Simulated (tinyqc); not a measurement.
What moves the count of states: density of states of one tight-binding band on the triangular lattice.

E(k) = -2 t (cos 2 pi k1 + cos 2 pi k2 + cos 2 pi (k1 + k2)); k in fractions of the reciprocal vectors, mesh k_i = j/N with j = 0 .. N-1. Densities are per cell and per spin, so the band holds one state.

Each cell of the mesh is cut along (i+1, j)-(i, j+1) into two triangles. For corner energies e1 <= e2 <= e3 and eij = ei - ej, the share of the triangle below E is n = (E - e1)^2/(e21 e31) for e1 < E < e2 and n = 1 - (e3 - E)^2/(e31 e32) for e2 < E < e3; its density of states is g = dn/dE.

Gaussian broadening: g(E) = mean over the mesh of exp(-(E - E_k)^2/(2 sigma^2))/(sigma sqrt(2 pi)), n(E) = mean of erfc((E_k - E)/(sigma sqrt 2))/2.

Values chosen for the exercise:
```
symbol  value  unit  meaning
t       1.17   eV    nearest hopping
E       -1.72  eV    energy at which the density is wanted
sigma   0.117  eV    Gaussian width
```

Linear method and Gaussian sum with N = 48.

One parameter was then changed.

Results before and after:
```
case     n linear  g linear (1/eV)  n Gaussian  g Gaussian (1/eV)
base       0.2655           0.0664      0.2648             0.0756
changed    0.2761           0.0622      0.2774             0.0685
```

Which of these changes was made? (a) E = -1.603 eV; (b) sigma = 0.234 eV; (c) t = 1.287 eV.
Answer: (c) t = 1.287 eV. Of the candidates, run in turn, only this one gives the changed row.

All candidates:
```
case              n linear  g linear (1/eV)  n Gaussian  g Gaussian (1/eV)
base                0.2655           0.0664      0.2648             0.0756
t = 1.287 eV        0.2761           0.0622      0.2774             0.0685
E = -1.603 eV       0.2734           0.0680      0.2742             0.0796
sigma = 0.234 eV    0.2655           0.0664      0.2659             0.0672
```

Computed by tinyqc, a small Python program: `OMP_NUM_THREADS=1 python tinyqc.py 1651812 1651813 out.jsonl` (the numbers bound the seed that draws the inputs); one thread of a shared host (Intel(R) Xeon(R) Processor @ 2.30GHz), about 0.09 s for the whole set of steps.
